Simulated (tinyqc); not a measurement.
Bandgap voltage reference from two bipolar transistors: one step of the calculation.

Two transistors of area 1 and N carry the same current I. Is(T) = Is (T/T0)^eta exp[(Vg0 q/kB)(1/T0 - 1/T)], VBE1 = Vt ln(I/Is(T)) + I rb, VBE2 = Vt ln(I/(N Is(T))) + I rb/N. The amplifier forces I R1(T) = VBE1 - VBE2 + Vos, with R(T) = R (1 + tc (T - T0)) for both resistors, and the output is Vref = VBE1 + I R2(T). Base currents and the Early effect are neglected.

Question. Operating point at another temperature. Vt = kB T/q; I = (Vt ln N + Vos)/(R1(T) - rb (1 - 1/N)).

Values chosen for this exercise; values of the order met in silicon bipolar transistors: reference temperature T0 = 300 K; band-gap voltage extrapolated to 0 K Vg0 = 1.191 V; temperature exponent of the saturation current eta = 3.3; saturation current of the unit transistor at T0 Is = 9e-17 A; area ratio of the second transistor N = 4; resistor across which the difference of VBE falls, at T0 R1 = 5 kohm; temperature coefficient of both resistors tc = 500 ppm/K; offset of the amplifier Vos = 0 mV; series resistance of the unit transistor rb = 77 ohm; output resistor at T0 R2 = 86.04 kohm; temperature T = 233 K.

Constants: q = 1.602176634e-19 C, kB = 1.380649e-23 J/K. Results are converted to the units shown.

Give: Vt; I; Is(T); VBE1; I R2; Vref.

Answer.

Vt = 0.020078 V
I = 5.8295 uA
Is(T) = 6.8971e-23 A
VBE1 = 0.78302 V
I R2 = 0.48477 V
Vref = 1.2678 V

From T0 to T, VBE1 changes by 133 mV and I R2 by -139 mV, which leaves -5.89 mV in Vref.

tinyqc, about 0.02 s, one thread, Intel Xeon 2.30GHz (shared host): `OMP_NUM_THREADS=1 python tinyqc.py 2062149 2062150 out.jsonl`
